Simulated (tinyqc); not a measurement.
# MOS inversion layer, Poisson-Schroedinger loop: effects of single changes

Electrons confined at an insulator interface at z = 0, treated as a hard wall; parabolic valleys, Hartree approximation, no image or exchange terms. The depletion charge lies far deeper than the electrons and gives a uniform field q Nd/(eps0 eps_r); the gate balances all charge. Energies are counted from the band edge at the interface.

Inputs (values chosen for the exercise); masses and permittivity close to those of silicon (110): temperature T = 300 K; relative permittivity eps_r = 11.6; mass along z of valley set A (4 valley(s)) mz1 = 0.32 m0; in-plane density-of-states mass of set A md1 = 0.322 m0; mass along z of valley set B (2 valley(s)) mz2 = 0.193 m0; in-plane density-of-states mass of set B md2 = 0.419 m0; sheet density of electrons Ns = 5e12 cm^-2; sheet density of depletion charge Nd = 1.9e11 cm^-2; extra shift of set B (strain) dE = 0 eV.

Constants: q = 1.602176634e-19 C, kB = 1.380649e-23 J/K, hbar = 1.054571817e-34 J s, m0 = 9.1093837015e-31 kg, Vt = kB T/q, eps0 = 8.8541878128e-14 F/cm where lengths are in cm, hbar^2/(2 m0) = 0.0380998212 eV nm^2. Results are converted to the units shown.

Each table varies one quantity; the others keep the values above.

## Effect of the sheet density of electrons

Schroedinger equation -(C/mz) psi'' + (V0 + U + dE for set B) psi = E psi, C = hbar^2/(2 m0), psi(0) = 0, on a uniform mesh of 800 nodes with a far wall at 76 nm, 8 levels a set; V0 = q Nd z/(eps0 eps_r); dU/dz = q (Ns - integral of n from 0 to z)/(eps0 eps_r), U(0) = 0; N_k = g md m0 q Vt/(pi hbar^2) ln(1 + exp((EF - E_k)/Vt)), g the number of valleys of the set, sum N_k = Ns. Triangular well: E_k = a_k (C F^2/mz)^(1/3), a_1 = 2.338107, a_2 = 4.087949, C = hbar^2/(2 m0), F in eV/nm. Fang-Howard (all electrons in the lowest level of set A): b^3 = 6 (mz1/C) q (Nd + 11 Ns/32)/(eps0 eps_r), centroid 3/b, level C b^2/(4 mz1) + (3/b) q (Nd + 11 Ns/16)/(eps0 eps_r). The centroid adds 3.9 z_av/eps_r to an oxide-equivalent thickness.

Effect of the sheet density of electrons:

| Ns (cm^-2) | A1 (meV) | B1 (meV) | EF (meV) | share of A1 (%) | share of set A (%) | centroid z_av (nm) | added oxide equivalent (nm) | Fang-Howard centroid (nm) |
|---|---|---|---|---|---|---|---|---|
| 1e11 | 30.3 | 35.5 | -126 | 33.0 | 67.8 | 9.20 | 3.09 | 5.35 |
| 2.1e11 | 36.8 | 42.9 | -98.2 | 35.6 | 68.2 | 8.48 | 2.85 | 5.08 |
| 4.5e11 | 49.3 | 56.8 | -62.8 | 40.2 | 68.9 | 7.38 | 2.48 | 4.64 |
| 9.7e11 | 71.8 | 82.0 | -16.1 | 47.2 | 70.3 | 6.01 | 2.02 | 4.03 |
| 2.1e12 | 111 | 125 | 48.3 | 56.2 | 72.7 | 4.61 | 1.55 | 3.35 |
| 4.4e12 | 174 | 195 | 136 | 65.6 | 76.2 | 3.46 | 1.16 | 2.72 |
| 9.4e12 | 282 | 313 | 271 | 74.8 | 80.7 | 2.54 | 0.853 | 2.16 |
| 2e13 | 460 | 507 | 481 | 82.3 | 85.1 | 1.87 | 0.628 | 1.69 |

Read the table: what changes, and by how much?

As Ns goes from 1e11 to 2e13, A1 rises from 30.3 to 460 meV, the share of A1 rises from 33.0 to 82.3 % and the centroid falls from 9.20 to 1.87 nm. A1 goes as Ns^(0.65) between the last two rows (a triangular well in the field of that charge alone gives 2/3). EF lies more than 2 meV above A1 for Ns = 2e13. The Fang-Howard centroid is 42 % below the full one in the first row, where A1 holds 33.0 %, and 9.3 % below it in the last, where A1 holds 82.3 %. For Ns = 1e11, 2.1e11, 4.5e11 the eighth level of a set still holds over 0.4 % of the electrons, so more levels and a farther wall would raise the centroid.

## Effect of the extra shift of set B (strain)

Schroedinger equation -(C/mz) psi'' + (V0 + U + dE for set B) psi = E psi, C = hbar^2/(2 m0), psi(0) = 0, on a uniform mesh of 800 nodes with a far wall at 28 nm, 8 levels a set; V0 = q Nd z/(eps0 eps_r); dU/dz = q (Ns - integral of n from 0 to z)/(eps0 eps_r), U(0) = 0; N_k = g md m0 q Vt/(pi hbar^2) ln(1 + exp((EF - E_k)/Vt)), g the number of valleys of the set, sum N_k = Ns.

The same in every row: Fang-Howard centroid (nm) = 2.62.

Effect of the extra shift of set B (strain):

| dE (eV) | A1 (meV) | B1 (meV) | EF (meV) | share of A1 (%) | share of set A (%) | centroid z_av (nm) | added oxide equivalent (nm) |
|---|---|---|---|---|---|---|---|
| -0.05 | 192 | 166 | 139 | 33.6 | 37.2 | 3.38 | 1.14 |
| -0.02 | 190 | 193 | 151 | 55.2 | 62.4 | 3.28 | 1.10 |
| 0.01 | 188 | 220 | 157 | 71.9 | 82.7 | 3.22 | 1.08 |
| 0.04 | 187 | 249 | 159 | 80.6 | 93.6 | 3.19 | 1.07 |
| 0.07 | 187 | 279 | 160 | 84.0 | 97.8 | 3.17 | 1.07 |
| 0.1 | 187 | 308 | 160 | 85.2 | 99.3 | 3.17 | 1.07 |
| 0.13 | 187 | 338 | 161 | 85.5 | 99.8 | 3.17 | 1.07 |
| 0.16 | 187 | 368 | 161 | 85.6 | 99.9 | 3.17 | 1.07 |

As dE goes from -0.05 to 0.16, A1 falls from 192 to 187 meV, the share of A1 rises from 33.6 to 85.6 % and the centroid falls from 3.38 to 3.17 nm. The Fang-Howard centroid is 22 % below the full one in the first row, where A1 holds 33.6 %, and 17 % below it in the last, where A1 holds 85.6 %.

Program tinyqc, `OMP_NUM_THREADS=1 python tinyqc.py 2160035 2160036 out.jsonl`; Intel Xeon 2.30GHz, shared host, one thread, about 1 s.
